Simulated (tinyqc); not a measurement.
Standing waves and exposure in a photoresist film: sweeps and comparisons. A value that a table varies takes the place of the one given here.

Normal incidence from air. Unexposed resist: N1 = n1 + i k1 with k1 = (A + B) lam/(4 pi), lam in micrometres. r01 = (1 - N1)/(1 + N1), t01 = 2/(1 + N1). Below the resist lie the layer Na = na + i ka and the substrate Ns = ns + i ks: r12 = (r1a + ras x)/(1 + r1a ras x), x = exp(4 pi i Na da/lam), r1a = (N1 - Na)/(N1 + Na), ras = (Na - Ns)/(Na + Ns). With p = exp(2 pi i N1 d/lam), the field at depth z is E(z) = t01 [exp(2 pi i N1 z/lam) + r12 p^2 exp(-2 pi i N1 z/lam)]/(1 + r01 r12 p^2), the relative intensity I(z) = n1 |E(z)|^2 and the reflectance R = |(r01 + r12 p^2)/(1 + r01 r12 p^2)|^2.

Values chosen for the exercise (a resist on Si, indices near tabulated ones; the results hold for these values, not for the real material):
- lam = 248 nm (vacuum wavelength)
- n1 = 1.734 (resist index)
- A = 0.08 1/micrometre (bleachable absorption (Dill A))
- B = 0.4 1/micrometre (fixed absorption (Dill B))
- d = 547 nm (resist thickness)
- ns = 1.594 (substrate n)
- ks = 3.604 (substrate k)
- na = 1.746 (n of the bottom antireflection layer)
- ka = 0.425 (its k)
- da = 48 nm (its thickness)

## Swing of the coupled dose with resist thickness

The mean of I is taken over 800 depths; the relative dose to clear is taken as 1/(mean of I over the lowest period, 60 depths), scaled to 1 in the first row.

Swing:

| d (nm) | R | mean I | relative dose |
|---|---|---|---|
| 547.0 | 0.0338 | 0.8629 | 1.000 |
| 558.9 | 0.0595 | 0.8397 | 1.034 |
| 570.8 | 0.1028 | 0.7986 | 1.090 |
| 582.8 | 0.1211 | 0.7780 | 1.119 |
| 594.7 | 0.0988 | 0.7937 | 1.096 |
| 606.6 | 0.0556 | 0.8296 | 1.052 |
| 618.5 | 0.0349 | 0.8475 | 1.037 |
| 630.4 | 0.0597 | 0.8252 | 1.071 |
| 642.3 | 0.1015 | 0.7861 | 1.127 |
| 654.3 | 0.1193 | 0.7667 | 1.156 |
| 666.2 | 0.0977 | 0.7817 | 1.134 |
| 678.1 | 0.0559 | 0.8158 | 1.090 |
| 690.0 | 0.0359 | 0.8325 | 1.075 |

The period is 71.5 nm, six rows. The relative dose swings between 1.000 and 1.156, a ratio (max - min)/mean of 0.144, against the estimate 4 sqrt(|r01|^2 |r12|^2) exp(-(A + B) d) = 0.096 for the oscillating part alone; the ratio from the table also holds the slow rise from absorption, 7.5 % over two periods, so the two are not strictly comparable.

## Tuning the antireflection layer

da takes the values listed; the contrast is (Imax - Imin)/(Imax + Imin) over the lowest period of the resist (60 depths).

Results:

| da (nm) | \|r12\|^2 | contrast |
|---|---|---|
| 0 | 0.5362 | 0.943 |
| 10 | 0.4148 | 0.900 |
| 20 | 0.2282 | 0.766 |
| 30 | 0.0851 | 0.532 |
| 40 | 0.0205 | 0.283 |
| 50 | 0.0158 | 0.253 |
| 60 | 0.0381 | 0.361 |
| 75 | 0.0572 | 0.437 |
| 90 | 0.0334 | 0.340 |
| 110 | 0.0047 | 0.125 |
| 140 | 0.0196 | 0.262 |

|r12|^2 starts at 0.5362 and is lowest, 0.0047, at 110 nm of those listed, where the contrast is 0.125 against 0.943. The contrast follows 2|r|/(1 + |r|^2), so even |r12|^2 = 0.01 leaves about 0.2. Values below 0.01 occur at 110 nm.

## What moves the exposure

The mean of I is over 800 depths. Each row changes one parameter from the base and keeps the others.

Results:

| case | \|r12\|^2 | R | mean I | I at the bottom |
|---|---|---|---|---|
| base | 0.0135 | 0.0338 | 0.8629 | 0.6476 |
| d = 557 nm | 0.0135 | 0.0530 | 0.8457 | 0.6311 |
| n1 = 1.751 | 0.0128 | 0.0420 | 0.8559 | 0.6483 |
| B = 0.6 1/micrometre | 0.0137 | 0.0369 | 0.8148 | 0.5778 |
| ks = 3.244 | 0.0119 | 0.0365 | 0.8594 | 0.6344 |
| da = 58 nm | 0.0331 | 0.0641 | 0.8662 | 0.4983 |
| ka = 0.552 | 0.0043 | 0.0615 | 0.8317 | 0.6323 |

The largest shifts from the base row, up to three for each result and ties (the steps differ in size, so this ranks the rows, not the parameters). |r12|^2: da +0.0197, ka -0.0092, ks -0.0016; unchanged at the printed digits by d. R: da +0.0303, ka +0.0277, d +0.0192. mean I: B -0.0481, ka -0.0312, d -0.0172. I at the bottom: da -0.1492, B -0.0697, d -0.0164.

Run: tinyqc, `OMP_NUM_THREADS=1 python tinyqc.py 1681523 1681524 out.jsonl`; Intel(R) Xeon(R) Processor @ 2.30GHz, one thread, shared host; about 0.01 s of CPU time with all checks.
